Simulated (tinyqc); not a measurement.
Raising U: Hubbard ring of 6 sites, mean field against exact. Computed by the program tinyqc. Command: `OMP_NUM_THREADS=1 python tinyqc.py 113543 113544 out.jsonl`; one thread of a shared host (Intel(R) Xeon(R) Processor @ 2.60GHz), about 6 s.

one-body matrix (hopping and site energies) (eV):
```
         1        2        3        4        5        6
1   0.0000  -0.7500   0.0000   0.0000   0.0000  -0.7500
2  -0.7500   0.0000  -0.7500   0.0000   0.0000   0.0000
3   0.0000  -0.7500   0.0000  -0.7500   0.0000   0.0000
4   0.0000   0.0000  -0.7500   0.0000  -0.7500   0.0000
5   0.0000   0.0000   0.0000  -0.7500   0.0000  -0.7500
6  -0.7500   0.0000   0.0000   0.0000  -0.7500   0.0000
```

electrons, up and down: 3  3

Collinear unrestricted mean field (the lowest of 40 random starts) against exact diagonalisation.

Exact and mean-field results (eV):
```
U          U/t   E exact  E mean field  mean |n_up - n_down|  double occupancy, exact  first gap in the sector
0.380    0.507  -5.44941      -5.43000                 0.000                    0.233                    1.371
0.750    1.000  -4.95087      -4.87500                 0.000                    0.216                    1.242
1.500    2.000  -4.05709      -3.75000                 0.000                    0.181                    0.985
2.250    3.000  -3.32502      -2.73846                 0.554                    0.145                    0.756
3.000    4.000  -2.75153      -2.12724                 0.758                    0.111                    0.578
4.500    6.000  -1.98639      -1.46070                 0.891                    0.064                    0.364
6.000    8.000  -1.53610      -1.10798                 0.938                    0.039                    0.261
9.000   12.000  -1.04989      -0.74486                 0.972                    0.019                    0.170
15.000  20.000  -0.63938      -0.44888                 0.990                    0.007                    0.102
```

In absolute terms mean field is worst at U/t = 4.0, 0.624 eV too high: at small U it is nearly exact, and at large U it misses only exchange-scale energies. Its local moments set in at U/t = 3.0 of those listed, a broken symmetry that the exact state of a finite cluster with equal spins does not have. Relative to the exact energy its error is 0.4 % at the smallest U, 30 % at most and 30 % at the largest. The double occupancy falls from 0.233 to 0.007; at the largest U the first gap is 0.68 times the exchange scale 4t^2/U.
